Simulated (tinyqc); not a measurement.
Sublattice potential against complex hopping: Haldane model. Computed by the program tinyqc. 

Honeycomb lattice:
```
parameter     value
t1 (eV)    2.910000
t2 (eV)    0.370000
phi (rad)  1.420000
```

H_AA = delta - 2 t2 sum cos(k.b + phi), H_BB = -delta - 2 t2 sum cos(k.b - phi), H_AB = -t1 (1 + exp(-i k.a1) + exp(-i k.a2)), b = a1, a2 - a1, -a2, m = 3 sqrt3 t2 sin(phi); the sign of the Chern number follows the orientation k1 then k2.

Gaps at the two valleys (eV) and Chern number of the lower band (12 x 12 mesh):
```
delta    gap 2|delta - m|  gap 2|delta + m|  Chern number
-3.4210           10.6435            3.0405             0
-2.4710            8.7435            1.1405             0
-1.1400            6.0815            1.5215            -1
0.0000             3.8015            3.8015            -1
0.7600             2.2815            5.3215            -1
1.4260             0.9495            6.6535            -1
2.3760             0.9505            8.5535             0
3.8010             3.8005           11.4035             0
```

Here |m| = 1.9008 eV. For |delta| < |m| the two valleys have masses of opposite sign and the Chern number is +/-1; one gap closes at |delta| = |m|, and beyond it the band is trivial.
